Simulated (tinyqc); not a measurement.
Global model of a low-pressure process discharge: electron temperature, density, ion flux and ion energy. Inputs raised by 2 %, one at a time. Computed by tinyqc, a small Python program. Command: `OMP_NUM_THREADS=1 python tinyqc.py 3111625 3111626 out.jsonl plasma sens`. One thread of a shared host (Intel(R) Xeon(R) Processor @ 2.30GHz), about 0.01 s of CPU time with the checks.

Maxwellian electrons with temperature T_e in eV, one positive ion, no negative ions, uniform bulk density n; rate constants have the Arrhenius form.

Inputs (values chosen for the exercise, of the order of those of an inductive discharge in a simple atomic gas): ion mass M = 40 u; ionisation prefactor K0 = 2.1e-14 m^3/s; ionisation energy E_iz = 12.3 eV; excitation prefactor X0 = 7.8e-15 m^3/s; excitation energy E_ex = 10.1 eV; elastic rate constant K_el = 6e-14 m^3/s; ion-neutral cross section = 6.7e-19 m^2; pressure p = 0.26 Pa; gas temperature T_g = 400 K; radius R = 25 cm; height L = 12 cm; absorbed power P = 1200 W; bias power P_b = 14 W; radius of the biased electrode = 10 cm; bias frequency = 0.4 MHz.

Constants: k_B = 1.380649e-23 J/K; e = 1.602176634e-19 C; u = 1.6605390666e-27 kg; m_0 = 9.1093837015e-31 kg; eps_0 = 8.8541878128e-12 F/m.

Method:
- n_g = p/(k_B T_g); lambda_i = 1/(n_g sigma); h_L = 0.86/sqrt(3 + L/(2 lambda_i)), h_R = 0.8/sqrt(4 + R/lambda_i); A_eff = 2 pi R^2 h_L + 2 pi R L h_R; d_eff = pi R^2 L/A_eff.
- Particle balance: K0 exp(-E_iz/T_e) n_g d_eff = u_B, u_B = sqrt(e T_e/M).
- Root found by bracketing.
- E_c = E_iz + (X0 exp(-E_ex/T_e) E_ex + K_el (3 m_0/M) T_e)/K_iz; wall potential V_s = (T_e/2) ln(M/(2 pi m_0)); E_T = E_c + 2 T_e + T_e/2 + V_s; n = P/(e u_B A_eff E_T); ion current density J = e h_L n u_B; ionised share n/n_g.
- All bias power goes to ions: V_b = P_b/(J pi r^2). Debye length at the sheath edge lambda_D = sqrt(eps_0 T_e/(e h_L n)); Child-law sheath s = (sqrt2/3) lambda_D (2 V/T_e)^(3/4), V = V_b + V_s; ion transit time tau_i = 3 s sqrt(M/(2 e V)); collisions in the sheath s/lambda_i.

Runs:
```
input moved                         from         to  T_e (eV)  plasma density n (1/cm^3)  ion current density J (mA/cm^2)  sheath width s (mm)
base run                               -          -    3.2886                 3.1303e+11                           5.4920              0.13391
ionisation prefactor K0 (m^3/s)  2.1e-14  2.142e-14    3.2686                 3.1587e+11                           5.5249              0.13291
ionisation energy E_iz (eV)         12.3     12.546    3.3646                 3.0092e+11                           5.3402              0.13834
excitation prefactor X0 (m^3/s)  7.8e-15  7.956e-15    3.2886                 3.1197e+11                           5.4734              0.13426
pressure p (Pa)                     0.26     0.2652    3.2641                 3.1662e+11                           5.5129              0.13304
gas temperature T_g (K)              400        408    3.3133                 3.0947e+11                           5.4708              0.13480
radius R (cm)                         25       25.5    3.2827                 3.0314e+11                           5.3136              0.13720
height L (cm)                         12      12.24    3.2701                 3.1422e+11                           5.4761              0.13384
```

Exponents ln(y'/y) / ln(x'/x):
```
input                       T_e  plasma density n  ion current density J  sheath width s
ionisation prefactor K0  -0.308             0.455                  0.302          -0.380
ionisation energy E_iz    1.155            -1.993                 -1.416           1.641
excitation prefactor X0   0.000            -0.171                 -0.171           0.130
pressure p               -0.377             0.575                  0.192          -0.331
gas temperature T_g       0.379            -0.577                 -0.195           0.334
radius R                 -0.091            -1.622                 -1.667           1.226
height L                 -0.285             0.191                 -0.146          -0.029
```

Among the inputs moved here: T_e answers most in size to ionisation energy E_iz (exponent +1.155), next to gas temperature T_g (+0.379); its exponent is below 0.0005 for excitation prefactor X0. Plasma density n answers most in size to ionisation energy E_iz (exponent -1.993), next to radius R (-1.622). ion current density J answers most in size to radius R (exponent -1.667), next to ionisation energy E_iz (-1.416). Sheath width s answers most in size to ionisation energy E_iz (exponent +1.641), next to radius R (+1.226).
